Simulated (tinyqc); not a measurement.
Thickness: WKB tunnelling through a gate dielectric with a two-band (Franz) dispersion.

At depth x the conduction edge lies u(x) = phi - V x/t above the electron. Parabolic: kappa = sqrt(m u/c). Franz: kappa = sqrt(m u (1 - u/Eg)/c), which vanishes at both band edges. c = hbar^2/2m0. T = exp(-2 integral of kappa dx) over the region u > 0; no image force, no prefactor, zero transverse momentum. The region ends at x_e = min(t, phi t/V); x_e < t is the Fowler-Nordheim regime.

Constants: hbar^2/2m0 = 3.80998211 eV angstrom^2.

Parameters, chosen for this exercise (of the size used for HfO2 on silicon; the results hold for these values, not for the real material):

| symbol | value | unit | meaning |
|---|---|---|---|
| Eg | 5.87 | eV | gap of the dielectric |
| phi | 1.57 | eV | barrier above the electron energy at the emitter |
| m | 0.21 | m0 | mass at the conduction edge |
| V | 0.5 | V | voltage across the layer |

The same voltage across layers of other thickness. The last column is the thickness that changes T by a factor of ten, ln(10)/(2 I/t).

Transmission:

| t (angstrom) | field (MV/cm) | T parabolic | T Franz | angstrom per decade, Franz |
|---|---|---|---|---|
| 8 | 6.25 | 0.0134 | 0.0226 | 4.860 |
| 10 | 5.00 | 0.00458 | 0.00876 | 4.860 |
| 12 | 4.17 | 0.00156 | 0.00340 | 4.860 |
| 15 | 3.33 | 0.000310 | 0.000820 | 4.860 |
| 20 | 2.50 | 2.10e-05 | 7.67e-05 | 4.860 |
| 25 | 2.00 | 1.42e-06 | 7.18e-06 | 4.860 |
| 30 | 1.67 | 9.59e-08 | 6.72e-07 | 4.860 |
| 40 | 1.25 | 4.39e-10 | 5.89e-09 | 4.860 |

What does the comparison show?

At fixed voltage the exponent is proportional to t: T falls tenfold for each 4.86 angstrom. The ratio of Franz to parabolic grows with t, from 1.68 at 8 to 13.4 at 40 angstrom.

Computed by tinyqc, a small Python program: `OMP_NUM_THREADS=1 python tinyqc.py 1452051 1452052 out.jsonl` (the numbers bound the seed that draws the inputs); one thread of a shared host (Intel(R) Xeon(R) Processor @ 2.30GHz), about 0.01 s for the whole set of steps.
